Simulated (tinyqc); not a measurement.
# Area and perimeter leakage from two diodes

Inverse problem. A square diode and a finger diode leak I = JA area + JP perimeter. Find JA, JP and the side of the square at which both parts are equal.

areas (um^2): [90000, 102000]
perimeters (um): [1200, 21420]
leakage currents (pA): [9.9, 113.52600]

Solution. Two linear equations give JA and JP; for a square of side a, JA a^2 = 4 JP a at a = 4 JP/JA.

JA = 4.20e-9 A/cm^2
JP = 5.10e-11 A/cm
side for equal parts = 486 um

Program tinyqc, `OMP_NUM_THREADS=1 python tinyqc.py 2290115 2290116 out.jsonl`; Intel Xeon 2.30GHz, shared host, one thread, about 0.01 s.
